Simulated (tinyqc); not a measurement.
Worked calculation: coherent transport through a tight-binding region between two chains. Computed by tinyqc, a small Python program that keeps every step. Settings: temperature = 300, mu = -0.14. Command: `OMP_NUM_THREADS=1 python tinyqc.py 25511 25512 out.jsonl` (the two numbers bound the seeds that draw the settings). One thread of a shared host (Intel(R) Xeon(R) Processor @ 2.60GHz), about 0.1 s of CPU time with the checks.

## Transmission at E = 0.59 eV

H of the central region (eV):
```
[[-0.1300, -1.8300, 0.0000, 0.0000, 0.0000],
 [-1.8300, 0.5800, -1.8300, 0.0000, 0.0000],
 [0.0000, -1.8300, 0.3400, -1.6600, 0.0000],
 [0.0000, 0.0000, -1.6600, -0.9200, -1.1500],
 [0.0000, 0.0000, 0.0000, -1.1500, 0.2700]]
```

Leads: semi-infinite chains with site energy 0:
```
parameter                           value
lead hopping t (eV)              2.080000
coupling to the left lead (eV)   0.570000
coupling to the right lead (eV)  0.660000
left contact site                       1
right contact site                      5
```

E = 0.5900 eV

Surface Green function g = (E - i sqrt(4 t^2 - E^2)) / (2 t^2); self-energy tc^2 g on each contact site; G = (E - H - Sigma)^(-1); Gamma = -2 Im Sigma; T = Gamma_L Gamma_R |G_LR|^2; local density of states -Im G_ii / pi.

g = 0.0682-0.4759i 1/eV

G (1/eV):
```
[[0.4510-0.2964i, 0.3494+0.0749i, -0.4529+0.2960i, -0.3170-0.1272i, 1.0700-0.2603i],
 [0.3494+0.0749i, -0.1269-0.0581i, 0.1977-0.0746i, 0.1101+0.0753i, -0.4300+0.0088i],
 [-0.4529+0.2960i, 0.1977-0.0746i, 0.4518-0.2956i, 0.3164+0.1268i, -1.0676+0.2602i],
 [-0.3170-0.1272i, 0.1101+0.0753i, 0.3164+0.1268i, -0.1691-0.1021i, 0.6348-0.0489i],
 [1.0700-0.2603i, -0.4300+0.0088i, -1.0676+0.2602i, 0.6348-0.0489i, 0.7075-0.3114i]]
```

local density of states (1/eV): [0.0943, 0.0185, 0.0941, 0.0325, 0.0991]

transmission = 0.1555

## Transmission across the band

The same steps on a grid of energies.

T(E):
```
E (eV)            T
-3.952000  4.52e-06
-3.556800  7.60e-05
-3.161600    0.0021
-2.766400    0.0245
-2.371200    0.0102
-1.976000    0.0388
-1.580800    0.4129
-1.185600    0.0361
-0.790400    0.0251
-0.395200    0.0435
0.000000     0.2512
0.395200     0.3369
0.790400     0.1183
1.185600     0.3687
1.580800     0.0655
1.976000     0.0075
2.371200     0.0026
2.766400     0.0021
3.161600     0.0465
3.556800   2.18e-04
3.952000   7.76e-06
```

levels of the isolated region (eV): [-2.8993, -1.6313, 0.1894, 1.2930, 3.1883]

## Current

I = (2e/h) int T(E) [f(E - mu - V/2) - f(E - mu + V/2)] dE at 300 K with mu = -0.14 eV, the bias not changing H; 2e^2/h = 77.48092 microsiemens; the integral runs over the band on 4001 points.

Current:
```
V (volt)  I (microampere)
0.0100             0.0891
0.0500             0.4474
0.1000             0.9057
0.2000             1.9030
0.4000             4.6405
0.8000            15.1129
```
